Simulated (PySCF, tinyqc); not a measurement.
Starting guesses with DIIS over 6 matrices: SCF starting guesses in the 3-21g basis, for H2, spin multiplicity 1. Computed by the program tinyqc with PySCF. RHF with one setting changed at a time; a run stops when the energy changes by less than 1e-09 hartree and the error matrix is below 1e-5. Starts: the lowest orbitals of the core Hamiltonian, of the Wolfsberg-Helmholz matrix (K = 1.75), projected atomic densities, random orbitals, and the highest orbitals of the core Hamiltonian (a deliberately bad start).

Geometry (angstrom):

| atom | x | y | z |
|---|---|---|---|
| H | 0.0000 | 0.0000 | 0.0000 |
| H | 0.0000 | 0.0000 | 1.3000 |

lowest restricted solution found by these runs and by PySCF = -1.031548 hartree

Largest element of the error matrix X^T (FDS - SDF) X:

| iteration | core | Wolfsberg-Helmholz | atomic densities | random | highest core orbitals |
|---|---|---|---|---|---|
| 1 | 1.1e-01 | 1.1e-01 | 1.4e-01 | 8.8e-01 | 1.1e-01 |
| 2 | 1.7e-02 | 1.7e-02 | 3.2e-03 | 2.0e-01 | 6.9e-02 |
| 3 | 2.5e-05 | 3.3e-05 | 5.4e-04 | 6.1e-02 | 1.7e-02 |
| 4 | 1.0e-05 | 1.4e-05 | 2.6e-08 | 1.0e-02 | 4.5e-04 |
| 5 | 6.5e-06 | 8.5e-06 | 1.0e-08 | 1.0e-03 | 2.5e-04 |
| 6 | - | - | - | 6.9e-07 | 1.7e-04 |
| 8 | - | - | - | - | 5.3e-06 |

How each run ends:

| run | iterations | E (hartree) | state |
|---|---|---|---|
| core | 5 | -1.03155 | lowest found |
| Wolfsberg-Helmholz | 5 | -1.03155 | lowest found |
| atomic densities | 5 | -1.03155 | lowest found |
| random | 7 | -1.03155 | lowest found |
| highest core orbitals | 9 | -1.03155 | lowest found |

What does the comparison show, and why?

5 of 5 runs reach the lowest restricted solution found, in 5 to 9 iterations (fastest: core, Wolfsberg-Helmholz, atomic densities). The first errors are 1e-01, 1e-01, 1e-01, 9e-01, 1e-01; the deliberately bad start has the smallest one, so a small first error does not mark a good start. The restricted reference is unstable here: a spin-polarised solution lies 0.0039 hartree lower (PySCF), so results built on it describe a poor reference.
